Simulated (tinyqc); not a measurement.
p-n heterojunction, non-linear Poisson equation by Newton steps, Fermi-Dirac statistics: one step of the calculation.

One dimension, material 1 (p-type) at x < 0 and material 2 (n-type) at x > 0. Band edges: Ec = -psi in material 1 and -psi + dEc in material 2, Ev = Ec - Eg. Flat quasi-Fermi levels: 0 for holes, +V for electrons. n = Nc F((EFn - Ec)/Vt), p = Nv F((Ev - EFp)/Vt), with F(eta) = F_1/2(eta) = (2/sqrt(pi)) int_0^infinity sqrt(u) du/(1 + exp(u - eta)) (Fermi-Dirac statistics); full ionisation, no interface charge, classical densities; the doping types are chosen for the exercise.

Task. Band edges, densities and displacement. Ec, Ev, n and p as defined; D = a_k (psi_(k+1) - psi_k) on the interval that holds the interface.

Values chosen for this exercise; band and dielectric values those of a made-up pair:

| symbol | value | unit | meaning |
|---|---|---|---|
| T | 250 | K | temperature |
| Eg1 | 3.95 | eV | band gap of material 1 |
| Nc1 | 1.96e18 | cm^-3 | conduction-band density of states of material 1 |
| Nv1 | 3.7e19 | cm^-3 | valence-band density of states of material 1 |
| Eg2 | 3.44 | eV | band gap of material 2 |
| Nc2 | 2.34e18 | cm^-3 | conduction-band density of states of material 2 |
| Nv2 | 4.91e19 | cm^-3 | valence-band density of states of material 2 |
| dEc | 0.25 | eV | conduction-band offset Ec2 - Ec1 |
| N1 | 3e18 | cm^-3 | acceptor density of material 1 |
| N2 | 1.9e17 | cm^-3 | donor density of material 2 |
| V | 0 | V | bias of side 1 against side 2 |

Constants: q = 1.602176634e-19 C, kB = 1.380649e-23 J/K, Vt = kB T/q. Results are converted to the units shown.

| node | x (nm) | converged psi (V) | material |
|---|---|---|---|
| 0 | -40.4 | -3.8964934 | 1 |
| 1 | -17.2 | -3.8892163 | 1 |
| 2 | -6.99 | -3.6578733 | 1 |
| 3 | -2.46 | -3.3962525 | 1 |
| 4 | -0.445 | -3.2484802 | 1 |
| 5 | 0.445 | -3.1685633 | 2 |
| 6 | 2.53 | -3.0611152 | 2 |
| 7 | 7.42 | -2.8196268 | 2 |
| 8 | 18.9 | -2.2877736 | 2 |
| 9 | 45.7 | -1.2376493 | 2 |
| 10 | 109 | 0.1781611 | 2 |
| 11 | 256 | 0.1965250 | 2 |

| interval | coupling a_i (F/cm^2) |
|---|---|
| 0 | 4.3507647e-7 |
| 1 | 9.8861646e-7 |
| 2 | 2.2282062e-6 |
| 3 | 5.0093172e-6 |
| 4 | 1.0136201e-5 |
| 5 | 3.9111304e-6 |
| 6 | 1.6676292e-6 |
| 7 | 7.1034033e-7 |
| 8 | 3.0428011e-7 |
| 9 | 1.2882633e-7 |
| 10 | 5.5474197e-8 |

Find: Ec; Ev; n; p; D.

Result.

| node | Ec (eV) | Ev (eV) | n (cm^-3) | p (cm^-3) |
|---|---|---|---|---|
| 0 | 3.896 | -0.054 | 5.526e-61 | 3.000e18 |
| 1 | 3.889 | -0.061 | 7.747e-61 | 2.157e18 |
| 2 | 3.658 | -0.292 | 3.571e-56 | 4.777e13 |
| 3 | 3.396 | -0.554 | 6.711e-51 | 2.542e8 |
| 4 | 3.248 | -0.702 | 6.394e-48 | 2.668e5 |
| 5 | 3.419 | -0.021 | 2.845e-51 | 1.617e19 |
| 6 | 3.311 | -0.129 | 4.169e-49 | 1.237e17 |
| 7 | 3.070 | -0.370 | 3.078e-44 | 1.678e12 |
| 8 | 2.538 | -0.902 | 1.622e-33 | 31.84 |
| 9 | 1.488 | -1.952 | 2.396e-12 | 2.155e-20 |
| 10 | 0.072 | -3.368 | 8.234e16 | 6.194e-49 |
| 11 | 0.053 | -3.387 | 1.900e17 | 2.641e-49 |

D = 810.1 nC/cm^2

Computed by the program tinyqc: `OMP_NUM_THREADS=1 python tinyqc.py 2040061 2040062 out.jsonl`, one thread of a shared Intel Xeon 2.30GHz, about 0.3 s for the whole run.
